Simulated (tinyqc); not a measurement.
Worked calculation: Hubbard chain of 2 sites. One step of it, computed by the program tinyqc.

Question. The many-body Hamiltonian. Basis: all placements (u, d, 2, 0 on each site), up operators ordered before down ones; hops carry the sign of the same-spin electrons passed.

one-body matrix (hopping and site energies) (eV):
```
           1          2
1   0.000000  -1.830000
2  -1.830000   0.000000
```

U = 4.900000 eV

electrons, up and down: 1  1

Give: H.

Answer.

H (eV):
```
        20      ud      du      02
20   4.900  -1.830  -1.830   0.000
ud  -1.830   0.000   0.000  -1.830
du  -1.830   0.000   0.000  -1.830
02   0.000  -1.830  -1.830   4.900
```
